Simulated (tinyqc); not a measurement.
Polycrystalline film, grain-boundary barriers (Seto model): two steps of the calculation.

One-dimensional grains of size Lg with donors N; each boundary has Qt acceptor-like traps per area at one level Et below the band edge. Trapped electrons qt deplete a width w = qt/N (both sides together) and raise a barrier Vb = q N w^2/(8 eps0 eps_r). Current crosses the barriers by thermionic emission at small bias. Abrupt depletion, full ionisation, Boltzmann statistics.

Inputs (values chosen for the exercise); values close to those of polycrystalline silicon: temperature T = 300 K; relative permittivity of the semiconductor eps_r = 11.7; grain size Lg = 80 nm; trap density at a boundary Qt = 1.1e12 cm^-2; donor density N = 4.3e16 cm^-3; mobility inside a grain mg = 290 cm^2/(V s); collection velocity at the barrier vc = 3.2e6 cm/s; conduction-band density of states at T Nc = 2.8e19 cm^-3; trap level below the band edge Et = 0.41 eV.

Constants: q = 1.602176634e-19 C, kB = 1.380649e-23 J/K, Vt = kB T/q, eps0 = 8.8541878128e-14 F/cm where lengths are in cm. Results are converted to the units shown.

Problem 1. Critical doping and limits of the barrier. N* = Qt/Lg; fully depleted grains have Vb = q N Lg^2/(8 eps0 eps_r), filled traps Vb = q Qt^2/(8 eps0 eps_r N); the true barrier cannot exceed the smaller.

Give: N*; Vb, fully depleted; Vb, traps filled.

Solution 1.

N* = 1.3750e17 cm^-3
Vb, fully depleted = 0.053203 V
Vb, traps filled = 0.54400 V

Problem 2. Barrier, resistivity and effective mobility. Partly depleted grains: the density at the grain centre is n0 = N and qt = Qt/(1 + 2 (Nc/N) exp((Vb - Et)/Vt)). If that gives qt >= N Lg, the grains are fully depleted: qt = N Lg, w = Lg and n0 = 2 Nc exp((Vb - Et)/Vt)/(Qt/(N Lg) - 1). Resistivity: barriers rb = Vt exp(Vb/Vt)/(q n0 vc Lg), grain interior rg = (1 - w/Lg)/(q mg N); effective mobility 1/(q N (rb + rg)).

Give: qt; w; Vb; n0; rb; rg; effective mobility.

Solution 2.

qt = 3.4400e11 cm^-2
w = 80.000 nm
Vb = 0.053203 V
n0 = 2.5840e13 cm^-3
rb = 1909.9 ohm cm
rg = 0 ohm cm
effective mobility = 0.075999 cm^2/(V s)

The grains are fully depleted, 31.3 % of the traps are filled and the barriers give 100 % of the resistivity.

Program tinyqc, `OMP_NUM_THREADS=1 python tinyqc.py 2610034 2610035 out.jsonl`; Intel Xeon 2.30GHz, shared host, one thread, about 0.01 s.
